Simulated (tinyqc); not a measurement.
Carrier lifetime from Shockley-Read-Hall, radiative, Auger and surface recombination: one step, computed by the program tinyqc. Command: `OMP_NUM_THREADS=1 python tinyqc.py 3018773 3018774 out.jsonl lifetime walk`. One thread of a shared host (Intel(R) Xeon(R) Processor @ 2.30GHz), about 0.02 s of CPU time with the checks.

Energies are counted from the top of the valence band. Boltzmann statistics, full ionisation, and equal excess densities of electrons and holes.

Question. Steady state under generation. With n = n_0 + dn, p = p_0 + dn and U/dn = 1/tau: (n p - n_i^2)/dn = n_0 + p_0 + dn = s; 1/tau_SRH = s/[tau_p0 (n + n1) + tau_n0 (p + p1)]; 1/tau_rad = B s; 1/tau_Aug = (C_n n + C_p p) s; the rates add, with 1/tau_s. dn solves dn/tau_eff(dn) = G (60 bisections in ln dn between 1e-2 and 1e22 cm^-3); the splitting of the quasi-Fermi levels is k_B T ln(n p/n_i^2).

Inputs (values chosen for the exercise, with bands modelled on GaSb):

| quantity | value | unit |
|---|---|---|
| temperature T | 250 | K |
| radiative coefficient B | 7.5e-11 | cm^3/s |
| Auger coefficient C_n | 1.1e-31 | cm^6/s |
| Auger coefficient C_p | 8.6e-31 | cm^6/s |
| generation rate G | 5.2e+19 | cm^-3 s^-1 |

Doping: n-type. Surface term: two equal surfaces.

n_0 = 5.400000e+15 cm^-3

p_0 = 303212.4 cm^-3

tau_p0 = 2.218710e-06 s

n1 = 1.013014e+10 cm^-3

tau_n0 = 1.419334e-06 s

p1 = 1.616313e+11 cm^-3

tau_s = 2.631585e-05 s

n_i = 4.046414e+10 cm^-3

Constants: k_B = 8.617333262e-05 eV/K.

Give: steady excess density; lifetime in the steady state; quasi-Fermi splitting under G.

Answer.

steady excess density = 5.8100e+13 cm^-3

lifetime in the steady state = 1.1173e-06 s

quasi-Fermi splitting under G = 0.41108 eV
